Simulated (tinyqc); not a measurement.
Subthreshold parameters from three currents.

Inverse problem. Far below threshold and for Vds well above Vt the virtual-source current tends to I = Cinv n Vt vx0 exp((Vgs - VT0 + dl Vds + al Vt)/(n Vt)) per width, with constant n; the three currents follow this limit. Find n, dl and VT0.

Parameters, values chosen for the exercise: temperature T = 293 K; inversion capacitance Cinv = 2.73 uF/cm^2; velocity at the virtual source vx0 = 1.46e7 cm/s; threshold shift (in units of Vt) from weak to strong inversion al = 3.5.

Constants: q = 1.602176634e-19 C, kB = 1.380649e-23 J/K, Vt = kB T/q. Results are converted to the units shown.

I at (Vgs, Vds) = (-0.2, 0.3), (-0.11, 0.3) and (-0.2, 1.2) V (nA/um): [1.3542889, 14.352024, 9.1648380]

Solution. The first two currents differ in Vgs alone and give n; the first and third differ in Vds alone and give dl; the size of the first then gives VT0.

n = 1.51
dl = 0.0810 V/V
VT0 = 0.356 V

Program tinyqc, `OMP_NUM_THREADS=1 python tinyqc.py 2380048 2380049 out.jsonl`; Intel Xeon 2.30GHz, shared host, one thread, about 0.01 s.
